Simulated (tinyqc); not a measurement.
Worked calculation: G0W0 on RHF in the 6-31g basis, for H-, spin multiplicity 1. The basis has no diffuse functions, so it cannot describe the extra electron: this is an exercise in the method, not the real anion. One step of it, computed by the program tinyqc.

Problem. Iteration 9 (converged): orbitals. Diagonalise F' = X^T F X, C = X C', fill 1 alpha and 1 beta electrons from the bottom; D = 2 C_occ C_occ^T. Each column has its largest component positive (the first on a tie).

converged F (hartree):
```
           1H 1s      1H 2s
1H 1s   0.609643  -0.123666
1H 2s  -0.123666   0.101393
```

X:
```
           1H 1s      1H 2s
1H 1s   1.243622  -0.467072
1H 2s  -0.467072   1.243622
```

Give: F' = X^T F X; orbital energies; coefficients C; D after iteration 9.

Solution.

F' = X^T F X (hartree):
```
         1        2
1   1.1087  -0.6313
2  -0.6313   0.4335
```

orbital energies (hartree): MO1 0.0552, MO2 1.4869

coefficients C:
```
          MO1      MO2
1H 1s  0.2386   1.3068
1H 2s  0.8267  -1.0399
```

D after iteration 9:
```
        1H 1s   1H 2s
1H 1s  0.1138  0.3945
1H 2s  0.3945  1.3668
```
